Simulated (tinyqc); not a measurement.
Comparisons within one model: propagation of a band-gap error through k.p and effective-mass formulas. A value that a table varies takes the place of the one given here.

Chain, for a gap E (the reference Eg or another value), with Ep and Dso kept: 1/me = 1 + Ep (E + 2 Dso/3)/(E (E + Dso)); g* = 2 - 2 Ep Dso/(3 E (E + Dso)); g1(E) = g1 + (Ep/3)(1/E - 1/Eg), g2(E) = g2 + (Ep/6)(1/E - 1/Eg), light hole 1/(g1 + 2 g2), heavy hole 1/(g1 - 2 g2) along [100]; optical constant ei(E) = 1 + (ei - 1)(EP/(EP + E - Eg))^2, static e0(E) = ei(E) + e0 - ei.

Donor: R = Ry me/e0^2, a_B = a0 e0/me, Mott density (0.26/a_B)^3. Nc, Nv = 2 (m kT/(4 pi c))^(3/2), c = hbar^2/2m0, ni = sqrt(Nc Nv) exp(-E/2kT). Exciton: Ry mu/e0^2 with 1/mu = 1/me + g1(E). 1 angstrom^-3 = 1e24 cm^-3.

Constants: Ry = 13.60569312 eV; a0 (Bohr radius) = 0.5291772105 angstrom; kB = 8.617333262e-05 eV/K; hbar^2/2m0 = 3.80998211 eV angstrom^2.

Inputs chosen for the exercise (reference values near those of CdTe, gap at low temperature; not measured data): Eg = 1.595 eV (gap at Gamma to the s-like level); Dso = 0.926 eV (spin-orbit splitting); Ep = 18.5 eV (Kane energy); g1 = 5.29 (Luttinger gamma1); g2 = 1.7 (gamma2); e0 = 10.04 (static dielectric constant); ei = 7.31 (optical dielectric constant); EP = 5.33 eV (mean (Penn) gap); mh = 0.47 m0 (density-of-states mass of the holes); T = 77 K (temperature); Eg2 = 0.542 eV (a wrong gap, of the size a semi-local functional can give).

## The size of the error

E = f Eg; ratios against f = 1.

Results:
```
f     E (eV)  me ratio  light-hole ratio  e0 ratio  donor ratio  Mott ratio       g*  log10 ni ratio
0.25   0.399     0.306             0.273     1.416        0.152      0.0100  -19.620           38.76
0.40   0.638     0.461             0.428     1.305        0.270      0.0439   -9.445           31.07
0.60   0.957     0.651             0.628     1.183        0.466       0.167   -4.338           20.74
0.80   1.276     0.830             0.818     1.083        0.708       0.451   -2.065           10.38
1.00   1.595     1.000             1.000     1.000        1.000        1.00   -0.840            0.00
1.20   1.914     1.163             1.174     0.931        1.341        1.95   -0.101          -10.39
1.50   2.393     1.395             1.422     0.847        1.944        4.47    0.562          -25.99
2.00   3.190     1.756             1.802     0.744        3.175        13.2    1.130          -52.01
```

Between f = 0.8 and 1.2 the mean powers d ln(ratio)/d ln f are 0.83 for me, 0.89 for the light hole, -0.37 for e0, 1.57 for the donor energy and 3.61 for the Mott density; ni moves by -3.26 decades per 0.1 eV, against -0.1 eV/(2 kT ln 10) = -3.27 from the exponential alone, the rest coming from Nc through me^(3/4). g* changes sign between f = 1.20 and 1.50; the place of this zero hangs on remote bands, which are left out.

## What each input does

All at E = Eg2. Each row changes one parameter from the base and keeps the others.

Results:
```
case            me (m0)  light hole (m0)     e0  donor (meV)  exciton (meV)  log10 ni
base             0.0358           0.0422  13.53        2.659          1.824    -0.555
Eg2 = 0.499 eV   0.0333           0.0390  13.73        2.402          1.647     0.829
Dso = 0.852 eV   0.0355           0.0422  13.53        2.638          1.814    -0.557
Ep = 19.98 eV    0.0332           0.0401  13.53        2.468          1.708    -0.579
g1 = 5.713       0.0358           0.0414  13.53        2.659          1.805    -0.555
EP = 5.756 eV    0.0358           0.0422  13.18        2.801          1.921    -0.555
ei = 6.725       0.0358           0.0422  13.21        2.791          1.914    -0.555
mh = 0.432 m0    0.0358           0.0422  13.53        2.659          1.824    -0.582
T = 83.16 K      0.0358           0.0422  13.53        2.659          1.824     0.809
```

The largest shifts from the base row, up to three for each result and ties (the steps differ in size, so this ranks the rows, not the parameters). me (m0): Ep -0.0026, Eg2 -0.0025, Dso -0.0003; unchanged at the printed digits by g1, EP, ei, mh and T. light hole (m0): Eg2 -0.0032, Ep -0.0020, g1 -0.0007; unchanged at the printed digits by Dso, EP, ei, mh and T. e0: EP -0.35, ei -0.32, Eg2 +0.20; unchanged at the printed digits by Dso, Ep, g1, mh and T. donor (meV): Eg2 -0.256, Ep -0.190, EP +0.142; unchanged at the printed digits by g1, mh and T. exciton (meV): Eg2 -0.177, Ep -0.116, EP +0.097; unchanged at the printed digits by mh and T. log10 ni: Eg2 +1.384, T +1.364, mh -0.027; unchanged at the printed digits by g1, EP and ei.

Computed by tinyqc, a small Python program: `OMP_NUM_THREADS=1 python tinyqc.py 1880723 1880724 out.jsonl` (the numbers bound the seed that draws the inputs); one thread of a shared host (Intel(R) Xeon(R) Processor @ 2.30GHz), about 0.01 s for the whole set of steps.
